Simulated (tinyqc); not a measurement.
p-n diode with diffusion and depletion-layer recombination: currents and ideality against junction voltage.

Abrupt junction in the depletion approximation, low injection, full ionisation, neutral widths fixed, ohmic contact on the p side. Vj is the junction voltage; where a series resistance Rs is given, V = Vj + J Rs is the terminal voltage.

ni = sqrt(Nc Nv) exp(-Eg/(2 Vt)), Eg in volts; D = mu Vt; Ln = sqrt(Dn tn), Lp = sqrt(Dp tp); J0n = q ni^2 Dn coth(wp/Ln)/(Ln Na); J0p = (q ni^2 Dp/(Lp Nd)) (s + tanh(wn/Lp))/(1 + s tanh(wn/Lp)), s = Sp Lp/Dp. J_diff = (J0n + J0p)(exp(Vj/Vt) - 1). Vbi = Vt ln(Na Nd/ni^2), W = sqrt(2 eps0 eps_r (Vbi - Vj)(1/Na + 1/Nd)/q), xp = W Nd/(Na + Nd), xn = W Na/(Na + Nd); u(x) = q Na (x + xp)^2/(2 eps0 eps_r) for x < 0 and Vbi - Vj - q Nd (xn - x)^2/(2 eps0 eps_r) for x > 0; p = Na exp(-u/Vt), n = Nd exp((u - Vbi + Vj)/Vt); U = ni^2 (exp(Vj/Vt) - 1)/(tp (n + ni exp(Et/Vt)) + tn (p + ni exp(-Et/Vt))); J_scr = q times the integral of U from -xp to xn. J = J_diff + J_scr. Ideality = (1/Vt) dVj/d ln J or (1/Vt) dV/d ln J; last column ni^2 exp(Vj/Vt)/N^2.

Inputs (values chosen for the exercise); band and dielectric values close to those of silicon:
```
symbol    value        unit                                  meaning
T           450           K                              temperature
Eg          1.1          eV                                 band gap
eps_r      11.6                                relative permittivity
Nc      5.22e19       cm^-3   conduction-band density of states at T
Nv      4.78e19       cm^-3      valence-band density of states at T
Na       1.7e16       cm^-3                         acceptor density
Nd       3.5e16       cm^-3                            donor density
mun        1000  cm^2/(V s)          electron mobility in the p side
mup         390  cm^2/(V s)              hole mobility in the n side
tn         1e-8           s                        electron lifetime
tp         8e-8           s                            hole lifetime
wp         0.65          um              neutral width of the p side
wn          2.6          um              neutral width of the n side
Sp          9e5        cm/s  recombination velocity at the n contact
Rs       0.0028    ohm cm^2                        series resistance
Et            0          eV     trap level above the intrinsic level
```

Constants: q = 1.602176634e-19 C, kB = 1.380649e-23 J/K, Vt = kB T/q, eps0 = 8.8541878128e-14 F/cm where lengths are in cm. Results are converted to the units shown.

Currents and ideality against junction voltage:

| Vj (V) | J_diff (A/cm^2) | J_scr (A/cm^2) | J (A/cm^2) | V (V) | ideality against Vj | ideality against V | minority/doping, lighter side |
|---|---|---|---|---|---|---|---|
| 0.13 | 0.1945 | 0.002131 | 0.1966 | 0.1306 | 0.9685 | 0.9827 | 1.182e-4 |
| 0.15 | 0.3305 | 0.003020 | 0.3335 | 0.1509 | 0.9822 | 1.006 | 1.980e-4 |
| 0.16 | 0.4298 | 0.003580 | 0.4333 | 0.1612 | 0.9867 | 1.018 | 2.563e-4 |
| 0.18 | 0.7246 | 0.005002 | 0.7296 | 0.1820 | 0.9928 | 1.046 | 4.292e-4 |
| 0.2 | 1.218 | 0.006947 | 1.225 | 0.2034 | 0.9963 | 1.085 | 7.189e-4 |
| 0.22 | 2.045 | 0.009606 | 2.055 | 0.2258 | 0.9983 | 1.147 | 0.001204 |
| 0.24 | 3.431 | 0.01323 | 3.444 | 0.2496 | 0.9994 | 1.248 | 0.002017 |
| 0.26 | 5.751 | 0.01814 | 5.769 | 0.2762 | 1.000 | 1.417 | 0.003378 |
| 0.28 | 9.636 | 0.02472 | 9.661 | 0.3071 | 1.000 | 1.698 | 0.005657 |

The ideality against Vj rises from 0.969 to 1.00. Diffusion is the larger current in every row. J_scr alone has an ideality of 1.48 between the first two rows and 1.67 between the last two. From Vj = 0.22 V the series resistance raises the terminal ideality by over a tenth; there J Rs = 0.15 Vt.

Computed by the program tinyqc: `OMP_NUM_THREADS=1 python tinyqc.py 2260131 2260132 out.jsonl`, one thread of a shared Intel Xeon 2.30GHz, about 0.01 s for the whole run.
